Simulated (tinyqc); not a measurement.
MOS inversion layer, Poisson-Schroedinger loop: two steps of the calculation.

Electrons confined at an insulator interface at z = 0, treated as a hard wall; parabolic valleys, Hartree approximation, no image or exchange terms. The depletion charge lies far deeper than the electrons and gives a uniform field q Nd/(eps0 eps_r); the gate balances all charge. Energies are counted from the band edge at the interface.

Values chosen for this exercise; masses and permittivity close to those of silicon (100): temperature T = 300 K; relative permittivity eps_r = 11.8; mass along z of valley set A (2 valley(s)) mz1 = 0.902 m0; in-plane density-of-states mass of set A md1 = 0.187 m0; mass along z of valley set B (4 valley(s)) mz2 = 0.192 m0; in-plane density-of-states mass of set B md2 = 0.416 m0; sheet density of electrons Ns = 6.9e11 cm^-2; sheet density of depletion charge Nd = 1.8e11 cm^-2; extra shift of set B (strain) dE = 0 eV; mesh step hz = 2.6 nm.

Constants: q = 1.602176634e-19 C, kB = 1.380649e-23 J/K, hbar = 1.054571817e-34 J s, m0 = 9.1093837015e-31 kg, Vt = kB T/q, eps0 = 8.8541878128e-14 F/cm where lengths are in cm, hbar^2/(2 m0) = 0.0380998212 eV nm^2. Results are converted to the units shown.

Problem 1. Converged levels, occupations and centroid. Tridiagonal Hamiltonian with psi = 0 one step beyond both ends: H_ii = C (1/m_(i-1/2) + 1/m_(i+1/2))/hz^2 + V0_i + U_i (+ dE for the set B), H_(i,i+1) = -C/(m_(i+1/2) hz^2), C = hbar^2/(2 m0). The lowest 2 level(s) of each valley set are kept, normalised to hz sum |psi|^2 = 1. The mass is the same on all intervals.

Level k holds N_k = D_k Vt ln(1 + exp((EF - E_k)/Vt)) with D = 2 md1 m0 q/(pi hbar^2) for the set A, D = 4 md2 m0 q/(pi hbar^2) for the set B per eV (spin included); EF is fixed by sum N_k = Ns.

Solve for the levels with V0 + U, find EF, n_i = sum_k N_k |psi_k|^2 (in cm^-3); share of each level N_k/Ns; centroid sum n z/sum n.

```
node  z (nm)  fixed potential V0 (eV)  converged U (eV)
1        2.6               0.00717671       0.027510748
2        5.2               0.01435342       0.041905945
3        7.8               0.02153014       0.048574825
4       10.4               0.02870685       0.051963274
5         13               0.03588356       0.053421753
6       15.6               0.04306027       0.053890896
7       18.2               0.05023698       0.054004877
8       20.8               0.05741369       0.054026450
9       23.4               0.06459041       0.054029722
10        26               0.07176712       0.054030130
11      28.6               0.07894383       0.054030172
12      31.2               0.08612054       0.054030176
13      33.8               0.09329725       0.054030176
14      36.4               0.10047397       0.054030176
```

Find: levels; EF; shares; n; centroid.

Solution 1.

levels (eV): A1 0.045430, A2 0.067717, B1 0.065939, B2 0.092759
EF = -0.036747 eV
shares (%): A1 23.879, A2 10.202, B1 48.594, B2 17.324
n, node 1 to 14 (in units of 1e18 cm^-3): 1.2652  0.7453  0.3165  0.1862  0.0954  0.0343  0.0089  0.0018  0.0003  0.0000  0.0000  0.0000  0.0000  0.0000
centroid = 5.1063 nm

Problem 2. Closed-form estimates. Triangular well: E_k = a_k (C F^2/mz)^(1/3), a_1 = 2.338107, a_2 = 4.087949, C = hbar^2/(2 m0), F in eV/nm. Fang-Howard (all electrons in the lowest level of set A): b^3 = 6 (mz1/C) q (Nd + 11 Ns/32)/(eps0 eps_r), centroid 3/b, level C b^2/(4 mz1) + (3/b) q (Nd + 11 Ns/16)/(eps0 eps_r). Use F = q (Nd + Ns)/(eps0 eps_r), the surface field, and F = q (Nd + Ns/2)/(eps0 eps_r).

Find: A1 with the surface field; A1 with Nd + Ns/2; A2 with Nd + Ns/2; b; Fang-Howard centroid; Fang-Howard level.

Solution 2.

A1 with the surface field = 0.04580 eV
A1 with Nd + Ns/2 = 0.03271 eV
A2 with Nd + Ns/2 = 0.05719 eV
b = 0.9686 1/nm
Fang-Howard centroid = 3.097 nm
Fang-Howard level = 0.04099 eV

Computed by the program tinyqc: `OMP_NUM_THREADS=1 python tinyqc.py 2160036 2160037 out.jsonl`, one thread of a shared Intel Xeon 2.30GHz, about 1 s for the whole run.
